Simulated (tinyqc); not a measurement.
Mass and degeneracy from charge and saturation current.

Inverse problem. At high drain voltage only states moving towards the drain are filled: n = (N0/2) F_0(eta), N0 = gv m kB T/(pi hbar^2), F_0(x) = ln(1 + exp x), and I = q (N0/2) vT F_(1/2)(eta) per width, vT = sqrt(2 kB T/(pi m)), F_(1/2)(x) = (2/sqrt(pi)) int_0^infinity u^(1/2)/(1 + exp(u - x)) du. Find eta and m.

Parameters, values chosen for the exercise:
```
symbol  value  unit            meaning
T         400     K        temperature
gv          1        valley degeneracy
```

Constants: q = 1.602176634e-19 C, kB = 1.380649e-23 J/K, hbar = 1.054571817e-34 J s, m0 = 9.1093837015e-31 kg. Results are converted to the units shown.

n = 2.2126779e12 cm^-2
I = 1468.6720 uA/um

Answer. The mass drops out of I^2/(q^2 n) = gv (kB T)^2 F_(1/2)^2/(pi^2 hbar^2 F_0), which rises with eta and so fixes it; n then gives m.

eta = 4.64
m = 0.0661 m0

Computed by the program tinyqc: `OMP_NUM_THREADS=1 python tinyqc.py 2400094 2400095 out.jsonl`, one thread of a shared Intel Xeon 2.30GHz, about 0.01 s for the whole run.
